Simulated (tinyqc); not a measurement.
Avalanche multiplication and breakdown of a junction from ionisation integrals: one step, computed by the program tinyqc.

Ionisation coefficients follow the local field. Position x runs through the depletion layer from the p side (x = 0), where electrons enter, to the n side (x = w), where holes enter. The built-in voltage is neglected.

Problem. Multiplication and noise. M_n = 1/(1 - I_n), M_p = M_n exp(-Phi(w)); McIntyre excess noise for the carrier with the larger M, F_x = k M + (1 - k)(2 - 1/M), with k = (smaller M - 1)/(larger M - 1).

Junction: one-sided abrupt n+p.

Every 50th point:

| x (micrometre) | F (MV/cm) | alpha_n (1/cm) | alpha_p (1/cm) | Phi | I_n up to x |
|---|---|---|---|---|---|
| 0.00000 | 0.0000000 | 0 | 0 | 0 | 0 |
| 7.31404 | 0.0271484 | 7.271288e-15 | 3.600237e-27 | 1.188525e-19 | 1.188525e-19 |
| 14.62807 | 0.0542968 | 7.240579e-05 | 7.470185e-11 | 4.265928e-09 | 4.265931e-09 |
| 21.94211 | 0.0814452 | 1.557736e-01 | 2.052728e-05 | 1.984052e-05 | 1.984200e-05 |
| 29.25615 | 0.1085936 | 7.225273e+00 | 1.076048e-02 | 1.578970e-03 | 1.579243e-03 |
| 36.57018 | 0.1357420 | 7.222216e+01 | 4.608203e-01 | 2.380066e-02 | 2.361772e-02 |
| 43.88422 | 0.1628904 | 3.351310e+02 | 5.640682e+00 | 1.531762e-01 | 1.435874e-01 |
| 51.19825 | 0.1900388 | 1.003038e+03 | 3.375449e+01 | 5.991980e-01 | 4.604097e-01 |
| 58.51229 | 0.2171872 | 2.282416e+03 | 1.291462e+02 | 1.704484e+00 | 8.447357e-01 |

Give: M_n; M_p; effective k; excess noise factor.

Solution.

M_n = 6.441

M_p = 1.171

effective k = 0.03149

excess noise factor = 1.989

Injecting electrons gives the larger gain and, at equal gain, the lower noise.
